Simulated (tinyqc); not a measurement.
# Graded p-n junction, non-linear Poisson equation by Newton steps, step by step

Program tinyqc, `OMP_NUM_THREADS=1 python tinyqc.py 2000109 2000110 out.jsonl`; Intel Xeon 2.30GHz, shared host, one thread, about 0.07 s. Printed values are rounded.

One dimension, p side on the left, n side on the right; net doping C = (Nd - Na)/2 + ((Nd + Na)/2) tanh(x/Lg). The potential psi is counted from the intrinsic level, and the quasi-Fermi potentials are flat: 0 for holes and -V for electrons, so n = ni exp((psi + V)/Vt) and p = ni exp(-psi/Vt) (Boltzmann statistics, full ionisation, no current). Under reverse bias this makes the minority densities vanishingly small everywhere; they play no part in the charge.

Parameters, values chosen for the exercise; band and dielectric values close to those of gallium phosphide:

| symbol | value | unit | meaning |
|---|---|---|---|
| T | 300 | K | temperature |
| Eg | 2.29 | eV | band gap |
| eps_r | 11.3 |  | relative permittivity |
| Nc | 1.78e19 | cm^-3 | conduction-band density of states at T |
| Nv | 1.9e19 | cm^-3 | valence-band density of states at T |
| Na | 1.6e15 | cm^-3 | acceptor density of the p side |
| Nd | 5e15 | cm^-3 | donor density of the n side |
| V | -7.5 | V | bias of the p side against the n side |
| Lg | 1000 | nm | grading length |

Constants: q = 1.602176634e-19 C, kB = 1.380649e-23 J/K, Vt = kB T/q, eps0 = 8.8541878128e-14 F/cm where lengths are in cm. Results are converted to the units shown.

## Intrinsic density, end potentials and Debye lengths

ni = sqrt(Nc Nv) exp(-Eg/(2 Vt)), Eg in volts; psi_p = -Vt ln(Na/ni), psi_n = Vt ln(Nd/ni) - V; Debye length sqrt(eps0 eps_r Vt/(q N)).

ni = 1.07012 cm^-3
psi_p = -0.903295 V
psi_n = 8.43275 V
Debye length, p side = 100.449 nm
Debye length, n side = 56.8225 nm

## Net doping on the mesh

| node | x (nm) |
|---|---|
| 0 | -10600 |
| 1 | -5840 |
| 2 | -3020 |
| 3 | -1320 |
| 4 | -305 |
| 5 | 305 |
| 6 | 974 |
| 7 | 1710 |
| 8 | 2510 |
| 9 | 3390 |
| 10 | 4360 |
| 11 | 5420 |
| 12 | 6580 |
| 13 | 7850 |

C = (Nd - Na)/2 + ((Nd + Na)/2) tanh(x/Lg), taken at the nodes.

| node | net doping C (cm^-3) |
|---|---|
| 0 | -1.60000e15 |
| 1 | -1.59994e15 |
| 2 | -1.58432e15 |
| 3 | -1.16039e15 |
| 4 | 7.23591e14 |
| 5 | 2.67641e15 |
| 6 | 4.17651e15 |
| 7 | 4.79094e15 |
| 8 | 4.95670e15 |
| 9 | 4.99251e15 |
| 10 | 4.99892e15 |
| 11 | 4.99987e15 |
| 12 | 4.99999e15 |
| 13 | 5.00000e15 |

## Couplings between neighbouring nodes

a_i = eps0 eps_r/h_i for the interval from node i to i + 1, with h_i = x_(i+1) - x_i in cm.

| interval | coupling a_i (F/cm^2) |
|---|---|
| 0 | 2.10194e-9 |
| 1 | 3.54795e-9 |
| 2 | 5.88543e-9 |
| 3 | 9.85737e-9 |
| 4 | 1.64020e-8 |
| 5 | 1.49555e-8 |
| 6 | 1.35941e-8 |
| 7 | 1.25065e-8 |
| 8 | 1.13696e-8 |
| 9 | 1.03147e-8 |
| 10 | 9.43890e-9 |
| 11 | 8.62520e-9 |
| 12 | 7.87814e-9 |

## Starting potential

psi_p = -Vt ln(Na/ni) on nodes with x < 0 and psi_n = Vt ln(Nd/ni) - V on the others.

| node | psi at the start (V) |
|---|---|
| 0 | -0.90329 |
| 1 | -0.90329 |
| 2 | -0.90329 |
| 3 | -0.90329 |
| 4 | -0.90329 |
| 5 | 8.43275 |
| 6 | 8.43275 |
| 7 | 8.43275 |
| 8 | 8.43275 |
| 9 | 8.43275 |
| 10 | 8.43275 |
| 11 | 8.43275 |
| 12 | 8.43275 |
| 13 | 8.43275 |

## Iteration 1: densities, residual and Jacobian diagonal

n_i = ni exp((psi_i + V)/Vt), p_i = ni exp(-psi_i/Vt), rho_i = p_i - n_i + C_i, g_i = (n_i + p_i)/Vt. Box widths w_i = (h_(i-1) + h_i)/2 in cm. Residual F_i = a_i (psi_(i+1) - psi_i) - a_(i-1) (psi_i - psi_(i-1)) + q rho_i w_i; Jacobian: a_(i-1) and a_i beside the diagonal, b_i = -a_(i-1) - a_i - q g_i w_i on it. The two end nodes are fixed.

| node | n (cm^-3) | p (cm^-3) |
|---|---|---|
| 0 | 7.24923e-142 | 1.6e15 |
| 1 | 7.24923e-142 | 1.6e15 |
| 2 | 7.24923e-142 | 1.6e15 |
| 3 | 7.24923e-142 | 1.6e15 |
| 4 | 7.24923e-142 | 1.6e15 |
| 5 | 5e15 | 2.31976e-142 |
| 6 | 5e15 | 2.31976e-142 |
| 7 | 5e15 | 2.31976e-142 |
| 8 | 5e15 | 2.31976e-142 |
| 9 | 5e15 | 2.31976e-142 |
| 10 | 5e15 | 2.31976e-142 |
| 11 | 5e15 | 2.31976e-142 |
| 12 | 5e15 | 2.31976e-142 |
| 13 | 5e15 | 2.31976e-142 |

| node | residual F (C/cm^2) | diagonal b (F/cm^2) |
|---|---|---|
| 1 | 3.39102e-12 | -3.76381e-6 |
| 2 | 5.67794e-10 | -2.25045e-6 |
| 3 | 9.56138e-9 | -1.36184e-6 |
| 4 | 1.83378e-7 | -8.31934e-7 |
| 5 | -1.76937e-7 | -2.01301e-6 |
| 6 | -9.26865e-9 | -2.20542e-6 |
| 7 | -2.57246e-9 | -2.40594e-6 |
| 8 | -5.82796e-10 | -2.62682e-6 |
| 9 | -1.11016e-10 | -2.88803e-6 |
| 10 | -1.75227e-11 | -3.16498e-6 |
| 11 | -2.30047e-12 | -3.45767e-6 |
| 12 | -2.47465e-13 | -3.78148e-6 |

## Iteration 1: Newton step

Solve the tridiagonal system a_(i-1) d_(i-1) + b_i d_i + a_i d_(i+1) = -F_i for nodes 1 to 12, with d = 0 on fixed nodes. If the largest |d| exceeds 4 Vt, the whole step is scaled down so that it equals 4 Vt.

| node | Newton step d, before damping (V) |
|---|---|
| 1 | 0.000001 |
| 2 | 0.000275 |
| 3 | 0.008606 |
| 4 | 0.218827 |
| 5 | -0.086150 |
| 6 | -0.004794 |
| 7 | -0.001097 |
| 8 | -0.000227 |
| 9 | -0.000039 |
| 10 | -0.000006 |
| 11 | -0.000001 |
| 12 | 0.000000 |

| node | psi after iteration 1 (V) |
|---|---|
| 0 | -0.90329 |
| 1 | -0.90329 |
| 2 | -0.90317 |
| 3 | -0.89923 |
| 4 | -0.79989 |
| 5 | 8.39204 |
| 6 | 8.43049 |
| 7 | 8.43223 |
| 8 | 8.43264 |
| 9 | 8.43273 |
| 10 | 8.43275 |
| 11 | 8.43275 |
| 12 | 8.43275 |
| 13 | 8.43275 |

## Iteration 2: densities, residual and Jacobian diagonal

As before.

| node | n (cm^-3) | p (cm^-3) |
|---|---|---|
| 0 | 7.24923e-142 | 1.6e15 |
| 1 | 7.24939e-142 | 1.59997e15 |
| 2 | 7.28574e-142 | 1.59198e15 |
| 3 | 8.48422e-142 | 1.36710e15 |
| 4 | 3.95795e-140 | 2.93050e13 |
| 5 | 1.03529e15 | 1.12034e-141 |
| 6 | 4.58053e15 | 2.53219e-142 |
| 7 | 4.90069e15 | 2.36676e-142 |
| 8 | 4.97927e15 | 2.32941e-142 |
| 9 | 4.99640e15 | 2.32142e-142 |
| 10 | 4.99948e15 | 2.32000e-142 |
| 11 | 4.99994e15 | 2.31978e-142 |
| 12 | 4.99999e15 | 2.31976e-142 |
| 13 | 5e15 | 2.31976e-142 |

| node | residual F (C/cm^2) | diagonal b (F/cm^2) |
|---|---|---|
| 1 | 1.78860e-12 | -3.76373e-6 |
| 2 | 3.00209e-10 | -2.23922e-6 |
| 3 | 5.45197e-9 | -1.16590e-6 |
| 4 | 1.59588e-7 | -4.10158e-8 |
| 5 | -1.33376e-7 | -4.41675e-7 |
| 6 | -5.09856e-9 | -2.02279e-6 |
| 7 | -1.36913e-9 | -2.35867e-6 |
| 8 | -3.07972e-10 | -2.61603e-6 |
| 9 | -5.85740e-11 | -2.88596e-6 |
| 10 | -9.24269e-12 | -3.16466e-6 |
| 11 | -1.21338e-12 | -3.45763e-6 |
| 12 | -1.30524e-13 | -3.78148e-6 |

## Iteration 2: Newton step

As before.

| node | Newton step d, before damping (V) |
|---|---|
| 1 | 0.00000 |
| 2 | 0.00023 |
| 3 | 0.03711 |
| 4 | 3.83596 |
| 5 | -0.15965 |
| 6 | -0.00370 |
| 7 | -0.00060 |
| 8 | -0.00012 |
| 9 | -0.00002 |
| 10 | 0.00000 |
| 11 | 0.00000 |
| 12 | 0.00000 |

| node | psi after iteration 2 (V) |
|---|---|
| 0 | -0.90329 |
| 1 | -0.90329 |
| 2 | -0.90316 |
| 3 | -0.89823 |
| 4 | -0.69648 |
| 5 | 8.38774 |
| 6 | 8.43039 |
| 7 | 8.43222 |
| 8 | 8.43264 |
| 9 | 8.43273 |
| 10 | 8.43275 |
| 11 | 8.43275 |
| 12 | 8.43275 |
| 13 | 8.43275 |

## Iteration 3: densities, residual and Jacobian diagonal

As before.

| node | n (cm^-3) | p (cm^-3) |
|---|---|---|
| 0 | 7.24923e-142 | 1.6e15 |
| 1 | 7.24939e-142 | 1.59996e15 |
| 2 | 7.28750e-142 | 1.59160e15 |
| 3 | 8.81897e-142 | 1.31521e15 |
| 4 | 2.16097e-138 | 5.36740e11 |
| 5 | 8.76521e14 | 1.32327e-141 |
| 6 | 4.56286e15 | 2.54200e-142 |
| 7 | 4.89762e15 | 2.36825e-142 |
| 8 | 4.97865e15 | 2.32970e-142 |
| 9 | 4.99630e15 | 2.32147e-142 |
| 10 | 4.99947e15 | 2.32000e-142 |
| 11 | 4.99994e15 | 2.31978e-142 |
| 12 | 4.99999e15 | 2.31976e-142 |
| 13 | 5e15 | 2.31976e-142 |

| node | residual F (C/cm^2) | diagonal b (F/cm^2) |
|---|---|---|
| 1 | 1.74038e-12 | -3.76373e-6 |
| 2 | 2.92118e-10 | -2.23868e-6 |
| 3 | 5.32698e-9 | -1.12224e-6 |
| 4 | 1.56437e-7 | -2.65297e-8 |
| 5 | -1.29920e-7 | -3.78749e-7 |
| 6 | -4.96150e-9 | -2.01510e-6 |
| 7 | -1.33223e-9 | -2.35721e-6 |
| 8 | -2.99670e-10 | -2.61571e-6 |
| 9 | -5.69950e-11 | -2.88590e-6 |
| 10 | -8.99353e-12 | -3.16465e-6 |
| 11 | -1.18067e-12 | -3.45763e-6 |
| 12 | -1.27006e-13 | -3.78148e-6 |

## Iteration 3: Newton step

As before.

| node | Newton step d, before damping (V) |
|---|---|
| 1 | 0.00000 |
| 2 | 0.00028 |
| 3 | 0.05624 |
| 4 | 5.86240 |
| 5 | -0.08927 |
| 6 | -0.00313 |
| 7 | -0.00058 |
| 8 | -0.00012 |
| 9 | -0.00002 |
| 10 | 0.00000 |
| 11 | 0.00000 |
| 12 | 0.00000 |

| node | psi after iteration 3 (V) |
|---|---|
| 0 | -0.90329 |
| 1 | -0.90329 |
| 2 | -0.90315 |
| 3 | -0.89724 |
| 4 | -0.59307 |
| 5 | 8.38616 |
| 6 | 8.43033 |
| 7 | 8.43221 |
| 8 | 8.43264 |
| 9 | 8.43273 |
| 10 | 8.43275 |
| 11 | 8.43275 |
| 12 | 8.43275 |
| 13 | 8.43275 |

## Course of the Newton iteration

Stop when the largest undamped |d| is below 1e-9 V, or after 80 iterations.

Course of the iteration:

| iteration | largest \|F\| (C/cm^2) | largest \|d\| (V) | at node |
|---|---|---|---|
| 1 | 1.83e-7 | 0.219 | 4 |
| 2 | 1.60e-7 | 3.84 | 4 |
| 3 | 1.56e-7 | 5.86 | 4 |
| 4 | 1.54e-7 | 5.82 | 4 |
| 5 | 1.51e-7 | 5.71 | 4 |
| 6 | 1.48e-7 | 5.61 | 4 |
| 7 | 1.46e-7 | 5.50 | 4 |
| 8 | 1.43e-7 | 5.39 | 4 |
| 9 | 1.40e-7 | 5.29 | 4 |
| ... | ... | ... | ... |
| 63 | 1.20e-8 | 0.625 | 4 |
| 64 | 1.00e-8 | 0.521 | 4 |
| 65 | 8.01e-9 | 0.418 | 4 |
| 66 | 6.03e-9 | 0.314 | 4 |
| 67 | 4.05e-9 | 0.211 | 4 |
| 68 | 2.06e-9 | 0.108 | 4 |
| 69 | 8.01e-11 | 4.18e-3 | 4 |
| 70 | 4.83e-15 | 3.04e-9 | 2 |
| 71 | < 1e-19 | < 1e-13 | 5 |

Converged in 71 iterations. Once the step is below 0.1 Vt, 1 more iteration(s) reach the threshold: near the solution the error is roughly squared each time.

## Converged densities, field and charge

| node | converged psi (V) |
|---|---|
| 0 | -0.90329 |
| 1 | -0.90329 |
| 2 | -0.89432 |
| 3 | 1.90247 |
| 4 | 6.13262 |
| 5 | 8.10060 |
| 6 | 8.42533 |
| 7 | 8.43161 |
| 8 | 8.43252 |
| 9 | 8.43271 |
| 10 | 8.43275 |
| 11 | 8.43275 |
| 12 | 8.43275 |
| 13 | 8.43275 |

n and p as above; field E_i = -(psi_(i+1) - psi_i)/h_i on each interval; charge on either side of the peak Q = eps0 eps_r |E|max (Gauss).

| node | n (cm^-3) | p (cm^-3) |
|---|---|---|
| 0 | 7.24923e-142 | 1.6e15 |
| 1 | 7.25186e-142 | 1.59942e15 |
| 2 | 1.02589e-141 | 1.13061e15 |
| 3 | 9.88739e-95 | 1.17309e-32 |
| 4 | 1.14429e-23 | 1.01362e-103 |
| 5 | 1.31528e10 | 8.81850e-137 |
| 6 | 3.75260e15 | 3.09086e-142 |
| 7 | 4.78492e15 | 2.42403e-142 |
| 8 | 4.95601e15 | 2.34034e-142 |
| 9 | 4.99239e15 | 2.32329e-142 |
| 10 | 4.99890e15 | 2.32026e-142 |
| 11 | 4.99987e15 | 2.31982e-142 |
| 12 | 4.99999e15 | 2.31976e-142 |
| 13 | 5e15 | 2.31976e-142 |

| interval | field E (kV/cm) |
|---|---|
| 0 | 0.0000 |
| 1 | -0.0318 |
| 2 | -16.4517 |
| 3 | -41.6764 |
| 4 | -32.2618 |
| 5 | -4.8540 |
| 6 | -0.0854 |
| 7 | -0.0114 |
| 8 | -0.0021 |
| 9 | -0.0003 |
| 10 | 0.0000 |
| 11 | 0.0000 |
| 12 | 0.0000 |

peak |E| = 41.6764 kV/cm
charge Q = 41.6982 nC/cm^2

A mesh of more than 1000 nodes gives a peak field of 42.14 kV/cm; the 14-node value is 1.1 % below it.
